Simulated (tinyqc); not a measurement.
Thin-film transistor with exponential tail and deep states, accumulation layer: effect of the gate capacitance.

An undoped film in accumulation, thicker than the space-charge layer. With band bending psi the Fermi level lies E0 - psi below the band edge. Free electrons n = n0 exp(psi/Vt) carry the current; electrons in two exponential distributions of traps, a = a0 exp(psi/Va) and d = d0 exp(psi/Vp), do not. Linear regime, ohmic contacts, traps in equilibrium.

Va = kB Tt/q, Vp = kB Td/q; n0 = Nc exp(-E0/Vt), a0 = Nt th(T/Tt) exp(-E0/Va), d0 = Nd th(T/Td) exp(-E0/Vp), th(x) = pi x/sin(pi x). G(psi) = sum over the three kinds of c0 [V (exp(psi/V) - 1) - psi], field F = sqrt(2 q G/(eps0 eps_r)); Vg = psi + eps0 eps_r F/Ci at the surface. Total charge Q = Ci (Vg - psi_s); free charge Qf = q times the integral of n0 (exp(psi/Vt) - 1)/F over psi from 0 to psi_s; I = (W/L) mb Qf Vd; effective mobility mb Qf/Q.

Inputs (values chosen for the exercise); values close to those of an organic semiconductor:
```
symbol,value,unit,meaning
T,290,K,temperature
eps_r,3.2,,relative permittivity of the semiconductor
Nc,1.1e20,cm^-3,density of extended states
mb,2.5,cm^2/(V s),band mobility
Nt,9.5e19,cm^-3,total density of tail states
Tt,430,K,characteristic temperature of the tail
Nd,3.2e17,cm^-3,total density of deep states
Td,980,K,characteristic temperature of the deep states
E0,0.41,eV,bulk Fermi level below the band edge
WL,20,,ratio W/L
Vd,0.2,V,drain voltage
Vg,20,V,gate voltage above flat band
```

Constants: q = 1.602176634e-19 C, kB = 1.380649e-23 J/K, Vt = kB T/q, eps0 = 8.8541878128e-14 F/cm where lengths are in cm. Results are converted to the units shown.

Effect of the gate capacitance:

| Ci (nF/cm^2) | E0 - psi_s (eV) | Q (nC/cm^2) | free share (%) | effective mobility (cm^2/(V s)) | I (nA) |
|---|---|---|---|---|---|
| 2.4 | 0.2189 | 47.54 | 1.332 | 0.03330 | 6.332 |
| 3.8 | 0.1853 | 75.15 | 2.032 | 0.05079 | 15.27 |
| 5.9 | 0.1531 | 116.5 | 3.056 | 0.07640 | 35.60 |
| 9.3 | 0.1200 | 183.3 | 4.633 | 0.1158 | 84.92 |
| 15 | 0.08583 | 295.1 | 7.063 | 0.1766 | 208.5 |
| 23 | 0.05576 | 451.9 | 10.11 | 0.2527 | 456.7 |
| 36 | 0.02493 | 706.1 | 14.35 | 0.3588 | 1014 |

As Ci goes from 2.4 to 36 nF/cm^2, the free share rises from 1.33 to 14.4 %, the distance of the Fermi level from the edge falls from 0.219 to 0.0249 eV and the current rises from 6.33 to 1010 nA. At Ci = 36 nF/cm^2 the surface Fermi level is within 2 Vt of the band edge, where the exponential forms fail. For Ci = 9.3 to 36 nF/cm^2 the th form, which assumes a Fermi level far below the edge, overcounts the filled tail at the surface by more than 15 %.

Computed by the program tinyqc: `OMP_NUM_THREADS=1 python tinyqc.py 2610036 2610037 out.jsonl`, one thread of a shared Intel Xeon 2.30GHz, about 0.02 s for the whole run.
